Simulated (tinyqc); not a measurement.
Threshold-voltage variability of a planar MOSFET, analytic estimates: two steps of the calculation.

Three independent sources add in quadrature: random dopants in the depleted layer, metal-gate grains of two orientations, and roughness of the two gate edges acting through the roll-off VT = VT(long) - Vr exp(-L/l). These are first-order estimates: no three-dimensional electrostatics, no percolation.

Inputs (values chosen for the exercise); material values close to those of silicon: temperature T = 300 K; subthreshold factor n = 1.31; gm/I of a matched pair gI = 15 1/V; spread of the gain factor of one device sb = 0.9 %; number of cells Nb = 8388608; wanted yield Y = 0.955.

Constants: q = 1.602176634e-19 C, kB = 1.380649e-23 J/K, Vt = kB T/q. Results are converted to the units shown.

Problem 1. Total spread, mismatch and leakage. s = sqrt(s1^2 + s2^2 + s3^2). For a pair: s(dVT) = sqrt(2) s; current mismatch sqrt(2) sqrt((gI s)^2 + sb^2); input offset = current mismatch/gI. For a Gaussian VT the off current is log-normal with mean/median = exp(s^2/(2 (n Vt)^2)).

s1 = 26.422252 mV
s2 = 19.639610 mV
s3 = 3.4389344 mV

Find: s; s(dVT); current mismatch; input offset; mean/median of Ioff.

Solution 1.

s = 33.10 mV
s(dVT) = 46.81 mV
current mismatch = 70.23 %
input offset = 46.82 mV
mean/median of Ioff = 1.612

Problem 2. Margin in standard deviations for the wanted yield. Cells fail independently with probability Q(k) = erfc(k/sqrt(2))/2 when the margin is k standard deviations, and Y = exp(-Nb Q(k)). phi = exp(-k^2/2)/sqrt(2 pi). Newton steps on ln Q(k) = ln(-ln(Y)/Nb): k(new) = k + [ln Q - ln(-ln(Y)/Nb)] Q/phi.

k after iteration 1 = 6.7808240

Wanted: Q(k); phi; k after iteration 2.

Solution 2.

Q(k) = 5.9746e-12
phi = 4.1359e-11
k after iteration 2 = 5.7952

tinyqc, about 0.01 s, one thread, Intel Xeon 2.30GHz (shared host): `OMP_NUM_THREADS=1 python tinyqc.py 2090009 2090010 out.jsonl`
